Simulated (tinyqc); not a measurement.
Worked calculation: Koster-Slater impurity in a tight-binding band, by Green functions and by supercells. Computed by tinyqc, a small Python program that keeps every step. Command: `OMP_NUM_THREADS=1 python tinyqc.py 3026899 3026900 out.jsonl kosterslater walk`. One thread of a shared host (Intel(R) Xeon(R) Processor @ 2.30GHz), about 0.05 s of CPU time with the checks. Intermediate numbers are printed to about 5 digits and carried at full precision; extremes and crossings named in words are read from the listed rows.

One orbital per site, e(k) = -2 t sum cos(k_i) over 3 direction(s), band from -6 t to 6 t, lattice constant 1. One site has the extra energy U. Spin is left out.

Inputs (values chosen for the exercise, for a model band):

| quantity | value | unit |
|---|---|---|
| hopping t | 1.3 | eV |
| impurity potential U | -6.81 | eV |
| supercell edge N | 4 | sites |
| energy inside the band E | 5.43 | eV |
| broadening eta | 0.2 | eV |
| impurity concentration c | 0.0009 | per site |

Lattice: simple cubic.

Constants: hbar = 6.582119569e-16 eV s.

## The host Green function outside the band

Outside the band G0(E) = (1/pi) int_0^pi dk (2/(pi z)) K(16 t^2/z^2), z = E + 2 t cos k, K the complete elliptic integral with parameter m; 200 Gauss-Legendre points. A bound state solves 1/U = G0(E). Energies: 0.05, 0.2, 0.5, 1, 2, 4 and 8 t beyond the band edge on the side of U, rounded to four digits.

Scan on the side of U:

| E (eV) | G0 (1/eV) | 1/U - G0 (1/eV) |
|---|---|---|
| -7.865 | -0.18034 | 0.033497 |
| -8.060 | -0.16585 | 0.019010 |
| -8.450 | -0.14913 | 0.002290 |
| -9.100 | -0.13117 | -0.015671 |
| -10.400 | -0.10841 | -0.038434 |
| -13.000 | -0.08242 | -0.064422 |
| -18.200 | -0.05677 | -0.090072 |

G0 stays finite at the band edge, 0.252731/t in size, so binding needs |U| > 3.957 t.

## The bound state

Bisection in ln(distance from the edge) between 1e-5 t and |U| + t. Weight on the impurity site: -1/(U^2 dG0/dE), by a central difference with step min(1e-4 t, distance/30). Decay length along an axis: 1/arccosh(1 + distance/(2 t)).

level E_b = -8.5184 eV

distance from the band edge = 0.71844 eV

weight on the impurity site = 0.66277

decay length = 1.3750 sites

The state is compact: most of it sits on the impurity.

## Green function inside the band

Inside the band G0(z), z = E + i eta, comes from the chain form 1/(sqrt(y - 2t) sqrt(y + 2t)) (principal roots) at y = z + 2 t cos k + 2 t cos k', averaged over k and k' in (0, pi) with 200 Gauss-Legendre points each.

G0(E + i eta) = 0.20646-0.10989i 1/eV

## Scattering

T = U/(1 - U G0); phase shift delta = -arg(1 - U G0) in (-pi, pi]; host density of states -Im G0/pi; on the impurity -Im[G0/(1 - U G0)]/pi; lifetime of a band state hbar/(-2 c Im T).

T matrix = -2.5808-0.8027i eV

phase shift delta = 0.30154 rad

host density of states = 0.034978 1/eV

density of states on the impurity = 0.0055094 1/eV

scattering lifetime = 455.56 fs

The Born approximation would take Im T = U^2 Im G0 = -5.10 eV, 6.35 times the full value.

## The level in the supercell

In a periodic cell of N sites along each direction with Bloch vector K, the level solves 1/U = N^-d sum_k 1/(E - e(k)), k_i = (2 pi m_i + K_i)/N, m_i = 0..N-1; the outermost root on the side of U is taken (bisection). d is the number of directions. Gamma means K_i = 0, the zone corner K_i = pi, the quarter point K_i = pi/2. The error is measured against the isolated level E_b.

level at Gamma = -8.7020 eV

level at the corner = -8.3734 eV

level at the quarter point = -8.5145 eV

error at Gamma = -0.18353 eV

width between Gamma and the corner = 0.32856 eV

Images turn the level into a band 0.329 eV wide; the quarter point misses the isolated level by 0.0040 eV, far less than Gamma, because the leading hopping between images averages out there.

## Convergence with cell size

Even N; errors against the isolated level E_b, set to 0 below 1e-6 t.

Error of the level (eV):

| N | sites | Gamma | corner | quarter point |
|---|---|---|---|---|
| 2 | 8 | -1.4110e+00 | 1.7084e+00 | 1.4502e-01 |
| 4 | 64 | -1.8353e-01 | 1.4502e-01 | 3.9662e-03 |
| 6 | 216 | -2.8714e-02 | 2.1963e-02 | 1.5107e-04 |
| 8 | 512 | -4.7588e-03 | 3.9662e-03 | 6.2709e-06 |
| 10 | 1000 | -8.4849e-04 | 7.6240e-04 | 0 |
| 12 | 1728 | -1.6034e-04 | 1.5107e-04 | 0 |

The error at Gamma falls exponentially, between the last two resolved rows by exp(-0.833) per site against 1/(decay length) = 0.727; the rest is the power-law prefactor of the Green function. Gamma and the corner err in opposite directions. Among the sizes listed an error below 1 meV is first reached at N = 10 at Gamma; at the quarter point N = 6 is enough.

## Phase shift across the band

delta/pi = -arg(1 - U G0)/pi counts the states added below E (Friedel); host DOS = -Im G0/pi, DOS on the impurity = -Im[G0/(1 - U G0)]/pi; 13 evenly spaced energies from -(band edge + |U| + 2t) to +(band edge + |U| + 2t).

Across the spectrum:

| E (eV) | Re G0 (1/eV) | host DOS (1/eV) | DOS on the impurity (1/eV) | delta/pi |
|---|---|---|---|---|
| -17.210 | -0.06028 | 0.00024 | 0.00069 | 0.00278 |
| -14.342 | -0.07366 | 0.00037 | 0.00148 | 0.00502 |
| -11.473 | -0.09562 | 0.00065 | 0.00536 | 0.01274 |
| -8.605 | -0.14368 | 0.00192 | 0.89200 | 0.34673 |
| -5.737 | -0.20392 | 0.03139 | 0.05214 | 0.66702 |
| -2.868 | -0.21567 | 0.08458 | 0.02421 | 0.58068 |
| 0.000 | 0.00000 | 0.10628 | 0.01722 | 0.36812 |
| 2.868 | 0.21567 | 0.08458 | 0.00903 | 0.20133 |
| 5.737 | 0.20392 | 0.03139 | 0.00510 | 0.08723 |
| 8.605 | 0.14368 | 0.00192 | 0.00049 | 0.00662 |
| 11.473 | 0.09562 | 0.00065 | 0.00024 | 0.00269 |
| 14.342 | 0.07366 | 0.00037 | 0.00016 | 0.00167 |
| 17.210 | 0.06028 | 0.00024 | 0.00012 | 0.00116 |

delta/pi starts and ends near zero (+0.003 and +0.001): the impurity moves states but creates none. delta/pi rises at the bound state below the band (-8.518 eV), reaches 0.67 among these rows (1 in the limit of small eta, just above the level) and is paid back by the top of the band.

Checks made by the program: G0 at the level by a direct sum over directions (relative difference below 1e-10).
